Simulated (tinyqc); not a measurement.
Barrier and mass from two Fowler-Nordheim currents.

Inverse problem. Fowler-Nordheim tunnelling through a dielectric follows J = A F^2 exp(-B/F), A = q^2 me/(16 pi^2 hbar m1 phi1) (A/V^2 with phi1 in volts), B = (4/3) sqrt(m1/C) phi1^1.5 (V/nm), C = hbar^2/(2 m0). Find B, A, phi1 and m1.

Values chosen for this exercise: emitter mass in the supply function me = 0.75 m0.

Constants: q = 1.602176634e-19 C, hbar = 1.054571817e-34 J s, m0 = 9.1093837015e-31 kg, hbar^2/(2 m0) = 0.0380998212 eV nm^2. Results are converted to the units shown.

J at F = 0.69 and 1.28 V/nm (A/cm^2): [1.2416287e-8, 0.58489384]

Solution. The slope of ln(J/F^2) against 1/F is -B and the intercept gives A. A fixes the product m1 phi1, and B = (4/3) phi1 sqrt(m1 phi1/C) then gives phi1.

B = 24.6 V/nm
A = 7.92e-7 A/V^2
phi1 = 2.98 eV
m1 = 0.490 m0

Program tinyqc, `OMP_NUM_THREADS=1 python tinyqc.py 2540063 2540064 out.jsonl`; Intel Xeon 2.30GHz, shared host, one thread, about 0.04 s.
